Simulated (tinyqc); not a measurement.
# Six-transistor SRAM cell, nodal equations and margins: effects of single changes

Two cross-coupled inverters (pull-down bn, pull-up bp) hold the nodes Q and QB; access transistors (ba, threshold VTn, gate on the word line at Vdd when selected) join them to the bit lines. Transistor (EKV form, voltages against the body): I = 2 n b Vt^2 [F(vp - Vs) - F(vp - Vd)] from drain to source, F(v) = ln^2(1 + exp(v/(2 Vt))), vp = (Vg - VT + sg |Vd - Vs|)/n. n-channel bodies are at 0; for the p-channel device all voltages are counted down from Vdd. b in uA/V^2 gives I in uA. For an access transistor the bit line is the drain and the node the source. In a read both bit lines are at Vdd. The cell is symmetric (no mismatch).

Values chosen for this exercise:
```
symbol  value    unit                                  meaning
T         350       K                              temperature
Vdd       0.5       V                           supply voltage
n         1.4                                     slope factor
sg      0.038                   drain-induced barrier lowering
VTn      0.31       V                      n-channel threshold
VTp       0.4       V          p-channel threshold (magnitude)
bn        610  uA/V^2  gain factor of the pull-down transistor
ba        610  uA/V^2     gain factor of the access transistor
bp        250  uA/V^2    gain factor of the pull-up transistor
```

Constants: q = 1.602176634e-19 C, kB = 1.380649e-23 J/K, Vt = kB T/q. Results are converted to the units shown.

Each table varies one quantity; the others keep the values above.

## Effect of the n-channel threshold

f(x) is the node voltage of one half-cell for input x: In = Ip in hold, In = Ip + Ia in a read. Static noise margin: side of the largest square between the curve (x, f(x)) and its mirror image (f(y), y); with h(c) the root x of f(x) - x = c, it is the maximum over c > 0 of h(c) - h(-c) + c. Q is the low node in a read and Iread the current of its access transistor. The write trip is the voltage to which the bit line of the high node must fall (the other staying at Vdd) for that state to vanish; higher is easier, and a negative value means that a grounded bit line does not write.

Result of one run:
```
VTn (V),hold margin (mV),read margin (mV),Q in a read (mV),Iread (uA),write trip (mV)
0.44,203.8,116.6,38.43,1.105,73.14
```

What becomes of these results when the n-channel threshold VTn is changed from 0.44 to 0.5 V, all else the same?

Result of the changed run:
```
VTn (V),hold margin (mV),read margin (mV),Q in a read (mV),Iread (uA),write trip (mV)
0.5,196.8,134.3,33.98,0.4396,30.51
```

The whole series:
```
VTn (V),hold margin (mV),read margin (mV),Q in a read (mV),Iread (uA),write trip (mV)
0.26,149.1,50.90,62.07,7.087,208.6
0.32,175.0,75.80,52.58,4.332,161.1
0.38,195.1,97.21,44.66,2.354,116.5
0.44,203.8,116.6,38.43,1.105,73.14
0.5,196.8,134.3,33.98,0.4396,30.51
```

As VTn goes from 0.26 to 0.5 V, the read margin rises from 50.9 to 134 mV, the write trip falls from 209 to 30.5 mV and Iread falls from 7.09 to 0.440 uA. The read margin is 0.34 of the hold margin in the first row and 0.68 in the last. Read stability and write ability pull in opposite directions. For VTn = 0.26 to 0.38 V the read margin is under 100 mV, which threshold mismatch, left out here, can use up in a large array.

## Effect of the gain factor of the access transistor

Same model as above.

The same in every row: hold margin (mV) = 170.9.

Effect of the gain factor of the access transistor:
```
ba (uA/V^2),read margin (mV),Q in a read (mV),Iread (uA),write trip (mV)
150,109.4,19.18,1.949,74.66
210,100.8,25.31,2.509,99.32
290,92.31,32.52,3.128,121.5
410,82.92,41.72,3.860,144.0
570,73.82,51.82,4.588,164.6
790,64.73,62.94,5.299,184.4
```

What does the table show?

As ba goes from 150 to 790 uA/V^2, the read margin falls from 109 to 64.7 mV, the write trip rises from 74.7 to 184 mV and Iread rises from 1.95 to 5.30 uA. The read margin is 0.64 of the hold margin in the first row and 0.38 in the last. Read stability and write ability pull in opposite directions. For ba = 290 to 790 uA/V^2 the read margin is under 100 mV, which threshold mismatch, left out here, can use up in a large array.

Computed by the program tinyqc: `OMP_NUM_THREADS=1 python tinyqc.py 2340085 2340086 out.jsonl`, one thread of a shared Intel Xeon 2.30GHz, about 0.1 s for the whole run.
